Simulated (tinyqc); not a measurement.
Worked calculation: phonon-assisted absorption at an indirect gap. Values are carried at full precision from step to step, so a last printed digit may differ when a step is redone from the rounded ones.

alpha(E) = sum_j A_j [N_j (E - Eg + w_j)^2 + (N_j + 1)(E - Eg - w_j)^2], each bracket counted only where its base is positive; N_j = 1/(exp(w_j/kB T) - 1). The first term absorbs a phonon and the second emits one; excitons and direct transitions are left out.

Constants: kB = 8.617333262e-05 eV/K.

Inputs chosen for the exercise (loosely those of Si at room temperature; Eg is not tied to T; the results hold for these values, not for the real material):
- Eg = 1.103 eV (indirect gap, held fixed unless listed)
- w = (55.4, 18.4) meV (two zone-edge phonons)
- A = (3800, 530) 1/(cm eV^2) (their strengths)
- T = 200 K
- E = 1.09 eV (photon energy)
- nr = 3.64 (refractive index)
- d = 2.7 micrometre (thickness)
- xj = 0.17 micrometre (dead layer at the surface)
- W = 8.4 micrometre (depleted width)
- L = 4.2 micrometre (minority diffusion length below it)

## The four branches at one energy

Evaluate the occupations and each term.

N_j: 0.04186  0.5240

terms with phonon absorption (1/cm): 0.2860  0.008098

terms with phonon emission (1/cm): 0  0

alpha = 0.2941 1/cm
wavelength hc/E (hc = 1239.841984 eV nm) = 1137.5 nm

Phonon absorption supplies 100.0 % of alpha; the depth 1/alpha is 3.4e+04 micrometre.

## What a slab does with it

Slab of thickness d in air, incoherent passes: R = ((nr - 1)/(nr + 1))^2, x = exp(-alpha d); transmitted Tr = (1 - R)^2 x/(1 - R^2 x^2), reflected Rt = R + (1 - R)^2 R x^2/(1 - R^2 x^2), absorbed Ab = (1 - R)(1 - x)/(1 - R x).

d in cm is 1e-4 times the value in micrometres.

R = 0.3237
x = 0.9999
Tr = 0.5108
Rt = 0.4891
Ab = 0.0001

A single pass would absorb (1 - R)(1 - x) = 0.0001; the back face adds 0.0000.

## Quantum efficiency of a diode

Photodiode (Gaertner form with a dead layer): QE = (1 - R) exp(-alpha xj) [1 - exp(-alpha W)/(1 + alpha L)], R = ((nr - 1)/(nr + 1))^2; responsivity = QE/E in A/W for E in eV.

Evaluate the factors; 1 micrometre = 1e-4 cm.

passes the dead layer = 1.0000
collected share = 0.0004
QE = 0.0003
responsivity = 0.0002 A/W

Without diffusion from below the collected share would be 0.0002.

## Checks

- Tr + Rt + Ab against 1: both 1.000000.

Run: tinyqc, `OMP_NUM_THREADS=1 python tinyqc.py 1652768 1652769 out.jsonl`; Intel(R) Xeon(R) Processor @ 2.30GHz, one thread, shared host; about 0.01 s of CPU time with all checks.
